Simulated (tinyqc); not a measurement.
Photoconductance decay in a wafer: bulk and surface recombination modes, and iron detection by pair splitting: one step, computed by the program tinyqc.

Both faces of the wafer have the same S; injection is low and all coefficients are constant. x runs from -W/2 to W/2.

Problem. Effective lifetime. Even modes cos(a x) obey b tan b = S W/(2 D) with b = a W/2, odd modes sin(a x) obey -b cot b = S W/(2 D); each decays at the rate 1/tau_b + D a^2. tau_eff is the decay time of the first mode. The surface time is 1/(D a^2) of that mode; shortcuts for it are W/(2 S), W^2/(pi^2 D) and their sum, whose error is sum/surface time - 1.

Inputs (values chosen for the exercise, modelled on p-type silicon):
```
quantity                          value         unit
thickness W                         525   micrometre
diffusivity D                        28       cm^2/s
bulk lifetime tau_b without iron     57  microsecond
surface recombination velocity S    2.5         cm/s
```

Give: tau_eff; surface time; W/(2 S); W^2/(pi^2 D); error of the sum; tau_eff/tau_b.

Solution.

tau_eff = 56.69 microsecond

surface time = 10508 microsecond

W/(2 S) = 10500 microsecond

W^2/(pi^2 D) = 9.974 microsecond

error of the sum = 0.01684 %

tau_eff/tau_b = 0.9946

The surfaces are slow against diffusion, so W/(2 S) is the larger part. tau_eff is within 0.54 % of tau_b.
